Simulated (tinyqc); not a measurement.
## Gate voltage for a given inversion charge

Problem. p-type body, charge-sheet picture, depletion and inversion only, full ionisation (an idealisation for deep acceptors), Boltzmann statistics (rough once Na exp(x - xn) passes about Nc/7). In units of Vt: xg = (Vg - Vfb)/Vt, x = psi/Vt, G = gamma/sqrt(Vt), xn = (2 phiF + Vc)/Vt. The implicit equation is (xg - x)^2 = G^2 [x - 1 + exp(x - xn)] for x above about 3. Cox = eps0 eox/tox. ni = sqrt(Nc Nv) exp(-Eg/(2 Vt)), Eg in volts; phiF = Vt ln(Na/ni); gamma = sqrt(2 q eps0 eps_r Na)/Cox. N_inv = (Cox Vt G/q) [sqrt(x - 1 + exp(x - xn)) - sqrt(x - 1)]. Find x - xn, psi and Vg.

Inputs (values chosen for the exercise); band and dielectric values close to those of silicon:

| symbol | value | unit | meaning |
|---|---|---|---|
| T | 300 | K | temperature |
| Eg | 1.13 | eV | band gap |
| eps_r | 11.8 |  | relative permittivity |
| Nc | 2.78e19 | cm^-3 | conduction-band density of states at T |
| Nv | 2.7e19 | cm^-3 | valence-band density of states at T |
| eox | 8.81 |  | relative permittivity of the gate insulator (close to aluminium oxide) |
| tox | 6.3 | nm | insulator thickness |
| Na | 8.9e17 | cm^-3 | acceptor density |
| Vfb | -0.41 | V | flat-band voltage |
| Vc | 0.2 | V | channel-body voltage |

Constants: q = 1.602176634e-19 C, kB = 1.380649e-23 J/K, Vt = kB T/q, eps0 = 8.8541878128e-14 F/cm where lengths are in cm. Results are converted to the units shown.

N_inv = 4.2e10 cm^-2

Solution. N_inv rises steadily with x, so it fixes x; the implicit equation then gives xg directly.

x - xn = 0.0184
psi = 1.15 V
Vg = 1.22 V

tinyqc, about 0.01 s, one thread, Intel Xeon 2.30GHz (shared host): `OMP_NUM_THREADS=1 python tinyqc.py 2122033 2122034 out.jsonl`
